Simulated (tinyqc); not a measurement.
Interdiffusion of a quantum well during annealing: blurred potential and shift of the confined levels: one step, computed by the program tinyqc.

A square well of width w is blurred by Fick diffusion with a constant coefficient; band offsets are linear in composition, masses are uniform, and strain and excitons are ignored.

Task: Levels before the anneal. Square well, ground state: take the lowest root of k tan(k w/2) = kappa, k^2 = E/c, kappa^2 = (V - E)/c, c = hbar^2/(2m) with hbar^2/(2 m_0) in eV angstrom^2.

Inputs (values chosen for the exercise, modelled on InGaAs in InP):

| quantity | value | unit |
|---|---|---|
| well width w | 4.3 | nm |
| electron mass m_e | 0.0404 | m_0 |
| hole mass m_h | 0.387 | m_0 |
| conduction offset V_c | 0.19 | eV |
| valence offset V_v | 0.31 | eV |

Constants: hbar^2/(2 m_0) = 3.80998212 eV angstrom^2.

Give: electron level before the anneal; hole level before the anneal.

Result:

electron level before the anneal = 106.8 meV

hole level before the anneal = 32.74 meV

Caution: the well mass is used in the barriers too; a heavier barrier mass would lower these levels.
